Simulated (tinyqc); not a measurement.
n-type polysilicon, carrier trapping at grain boundaries: one step of the calculation.

One-dimensional grains of size Lg, uniform ionised doping N, monovalent traps Qt at each boundary at a depth Et below (for electrons) or above (for holes) the band edge there, abrupt depletion of width W on each side of a boundary, Boltzmann statistics. xi is the distance from the band edge at the grain centre to the Fermi level. Trapped charge Qt/(1 + exp((xi + VB - Et)/Vt)) = 2 N W, barrier VB = q N W^2/(2 eps0 eps_r).

Problem. Depletion width, Fermi level and barrier. If the trap equation with xi = Vt ln(NB/N) has a root W < Lg/2, the grain is partly depleted; otherwise W = Lg/2 and the trap equation gives xi = Et - VB + Vt ln(Qt/(N Lg) - 1). N* = Qt/Lg.

Parameters, values chosen for the exercise; values of the order met in polycrystalline silicon: temperature T = 300 K; relative permittivity eps_r = 11.7; conduction-band density of states at T NB = 2.8e19 cm^-3; grain size Lg = 53 nm; trap density of a grain boundary Qt = 6.7e11 cm^-2; depth of the trap level from the majority band edge at the boundary Et = 0.37 eV; doping N = 5.2e16 cm^-3.

Constants: q = 1.602176634e-19 C, kB = 1.380649e-23 J/K, Vt = kB T/q, eps0 = 8.8541878128e-14 F/cm where lengths are in cm. Results are converted to the units shown.

Give: N*; W; xi; VB; share of traps filled.

Solution.

N* = 1.264e17 cm^-3
W = 26.50 nm
xi = 0.3510 V
VB = 0.02824 V
share of traps filled = 0.4113

N is 0.411 N*, and the grain is fully depleted; VB = 1.09 Vt.

Program tinyqc, `OMP_NUM_THREADS=1 python tinyqc.py 2830099 2830100 out.jsonl`; Intel Xeon 2.30GHz, shared host, one thread, about 0.01 s.
